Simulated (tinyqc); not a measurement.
# Capacitance shares from swing and barrier lowering

Problem. Below threshold the charge is negligible, so the band edge moves as -(aG Vg + aD Vd), aG = CG/CS, aD = CD/CS (CG, CD the capacitances of the barrier top to gate and drain, CS the total), and I goes as exp((aG Vg + aD Vd)/Vt) once Vd is well above Vt. Find aG, aD, CS and CD.

Values chosen for this exercise:
```
symbol,value,unit,meaning
T,200,K,temperature
```

Constants: q = 1.602176634e-19 C, kB = 1.380649e-23 J/K, Vt = kB T/q. Results are converted to the units shown.

swing = 50.877290 mV/decade
DIBL = 14.102564 mV/V
CG = 6.0872541 uF/cm^2

Solution. The swing is Vt ln 10/aG and the DIBL, -dVg/dVd at fixed current, is aD/aG.

aG = 0.7800
aD = 0.01100
CS = 7.804 uF/cm^2
CD = 0.08585 uF/cm^2

Numbers from tinyqc (`OMP_NUM_THREADS=1 python tinyqc.py 2400072 2400073 out.jsonl`; about 0.01 s on one thread of a shared Intel Xeon 2.30GHz).
